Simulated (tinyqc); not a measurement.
Inside a calculation. Method: plane-wave Kohn-Sham cycle with exchange-only LDA in a layered model solid. Computed by tinyqc, a small Python program that keeps every step. Settings: points = 16, plane-wave index or count = 2, electrons = 2, k points = 2, area = 33.0, mixing = 0.1, iteration cap = 68. Command: `OMP_NUM_THREADS=1 python tinyqc.py 31354 31355 out.jsonl` (the two numbers bound the seeds that draw the settings). One thread of a shared host (Intel(R) Xeon(R) Processor @ 2.60GHz), about 0.02 s of CPU time with the checks.

A solid whose potential varies along x alone (atomic units):
```
parameter                      value
period a                    5.400000
cross-section of the cell  33.000000
electrons per cell                 2
grid points                       16
plane waves -n..n, n               2
k points                           2
V1 in V1 cos(2 pi x/a)     -0.360000
V2 in V2 cos(4 pi x/a)     -0.120000
```

Stop when sqrt(dV sum R^2) is below 1e-8, dV = a A/N.

Course of the cycle:
```
iteration  E (hartree)  norm of the residual
1           -0.4839117              1.18e-01
2           -0.4808209              1.05e-01
3           -0.4782200              9.45e-02
4           -0.4760881              8.47e-02
5           -0.4743706              7.58e-02
6           -0.4730040              6.79e-02
7           -0.4719267              6.08e-02
8           -0.4710837              5.45e-02
9           -0.4704281              4.88e-02
10          -0.4699210              4.37e-02
11          -0.4695304              3.91e-02
...                ...                   ...
58          -0.4682942              2.50e-04
59          -0.4682942              2.24e-04
60          -0.4682942              2.02e-04
61          -0.4682942              1.81e-04
62          -0.4682942              1.63e-04
63          -0.4682942              1.47e-04
64          -0.4682942              1.32e-04
65          -0.4682942              1.18e-04
66          -0.4682942              1.07e-04
67          -0.4682942              9.58e-05
68          -0.4682942              8.61e-05
```

Can the last value be used, and what does the course show?

Not by the stop rule, although the second column moves by less than 1e-07 over the last three steps. Not converged within 68 iterations: the residual falls steadily but slowly, by a factor of about 0.90 a step. Reruns (cap 100 unless said): mixing 0.5, Kerker q0 1.0: converged in 49 (E = -0.46829); mixing 0.3, Pulay depth 5: converged in 9 (E = -0.46829); the original settings with a cap of 400: converged in 154 (E = -0.46829).
